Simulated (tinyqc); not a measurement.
Inside a calculation: carbon nanotube by zone folding. Values are carried at full precision from step to step, so a last printed digit may differ when a step is redone from the rounded ones.

Circumference C = n a1 + m a2, a = sqrt3 acc; d = a sqrt(n^2 + nm + m^2)/pi; tan(theta) = sqrt3 m/(2n + m); dR = gcd(2n + m, 2m + n); T = t1 a1 + t2 a2 with t1 = (2m + n)/dR, t2 = -(2n + m)/dR, |T| = sqrt3 pi d/dR; N = 2 (n^2 + nm + m^2)/dR hexagons a cell. On cutting line mu = 0 to N - 1 at x = k|T|/(2 pi) the phases are p1 = 2 pi (-t2 mu + m x)/N, p2 = 2 pi (t1 mu - n x)/N, and E = -/+ t |1 + exp(i p1) + exp(i p2)|.

Inputs chosen for the exercise (near those used for carbon; shifted at random, so the results belong to these values and not to a real crystal): n = 6 (chiral index); m = 0 (chiral index); acc = 1.44 angstrom (bond length); t = 3 eV (hopping); mu = 5 (cutting line); x = -0.36 (position on the line).

## Geometry

Form d, theta, dR, t1, t2, N and |T|, and (n - m) mod 3.

d = 4.763 angstrom
theta = 0.00 degrees

dR, t1, t2, N: 6  1  -2  12

|T| = 4.320 angstrom
(n - m) mod 3 = 0

A cutting line passes through K: metallic in zone folding; zigzag, 24 atoms a cell. Below about 8 angstrom curvature mixes sigma and pi states and zone folding fails.

## One point of one line

Form the phases and the energy.

p1, p2 (rad): 5.23599  3.74897

E of the upper band = 4.7671 eV

## Band edges

The three lowest distinct minima of E along the lines, doubled (the transition between mirror bands), against the cone: 2 t acc j/d with j = 1, 2, 4 for semiconducting and 0, 3, 3 for metallic tubes.

Transitions (eV):

| order | zone folding | cone |
|---|---|---|
| 1 | 0.0000 | 0.0000 |
| 2 | 4.3923 | 5.4414 |
| 3 | 6.0000 | 5.4414 |

Trigonal warping splits the first pair of the metallic tube by 1.6077 eV. Measured optical lines also hold self-energy and exciton terms.

## The small gap from curvature

Rolling tilts the orbitals and moves K off the line: Eg = (3/4) t (acc/d)^2 |cos(3 theta)| in the estimate used here (misalignment of pi orbitals alone).

gap = 205.6 meV

It falls as 1/d^2 and is largest for zigzag tubes.

Program tinyqc; command `OMP_NUM_THREADS=1 python tinyqc.py 1481745 1481746 out.jsonl`; about 0.03 s on one thread of a shared Intel(R) Xeon(R) Processor @ 2.30GHz.
